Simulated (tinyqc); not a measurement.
Gate sweep: gated graphene: carriers, quantum capacitance and optical conductivity.

Cones E = +/- hv |k|, four flavours, D(E) = 2|E|/(pi hv^2). n = (2/pi)(kT/hv)^2 F_1(mu/kT), p = (2/pi)(kT/hv)^2 F_1(-mu/kT), in 1/angstrom^2 (1e16 for 1/cm^2); F_1(eta) = integral_0^infinity x dx/(1 + exp(x - eta)). Cq/e^2 = d(n - p)/d mu = (2 kT/(pi hv^2)) ln(2 + 2 cosh(mu/kT)).

Gate: V = mu/e + e (n - p)/Cox with Cox/e^2 = k/(4 pi e2 t), t in angstrom, e2 = e^2/(4 pi eps0); 1/(eV angstrom^2) in C/e^2 equals 1602.176634 microfarad/cm^2; total 1/C = 1/Cox + 1/Cq.

Constants: kB = 8.617333262e-05 eV/K; e^2/(4 pi eps0) = 14.39964547 eV angstrom.

Parameters, chosen for this exercise (Fermi velocity near that of graphene, gate dielectric near SiO2; the results hold for these values, not for the real material):
- hv = 6.96 eV angstrom (hbar vF)
- T = 150 K
- k = 3.83 (dielectric constant of the gate layer)
- t = 90 nm (its thickness)

Results:
```
V (V)  mu (eV)  n - p (1/cm^2)  n + p (1/cm^2)  Cq (microfarad/cm^2)  C/Cox  Cox V/e (1/cm^2)
0       0.0000               0        3.61e+10                 0.377  0.909                 0
0.18    0.0152        3.88e+10        5.14e+10                 0.467  0.925          4.23e+10
0.47    0.0327        1.03e+11        1.06e+11                 0.730  0.951          1.11e+11
1.2     0.0595        2.68e+11        2.69e+11                  1.26  0.971          2.82e+11
2.3     0.0859        5.21e+11        5.21e+11                  1.81  0.980          5.41e+11
4.1     0.1171        9.37e+11        9.37e+11                  2.47  0.985          9.64e+11
5.9     0.1416        1.35e+12        1.35e+12                  2.98  0.988          1.39e+12
8.8     0.1741        2.03e+12        2.03e+12                  3.67  0.990          2.07e+12
13      0.2126        3.01e+12        3.01e+12                  4.48  0.992          3.06e+12
```

What does the comparison show?

At neutrality n + p = 3.61e+10 1/cm^2 of thermal carriers remain and C/Cox = 0.909; at the last row C/Cox = 0.992 and the plain capacitor rule overstates n - p by 1.7 %. Between the last two rows mu goes as V^0.51; for |mu| well above kT the limits are 1/2 where Cox is small against Cq and 1 where it is large.

Program tinyqc; command `OMP_NUM_THREADS=1 python tinyqc.py 1650954 1650955 out.jsonl`; about 0.01 s on one thread of a shared Intel(R) Xeon(R) Processor @ 2.30GHz.
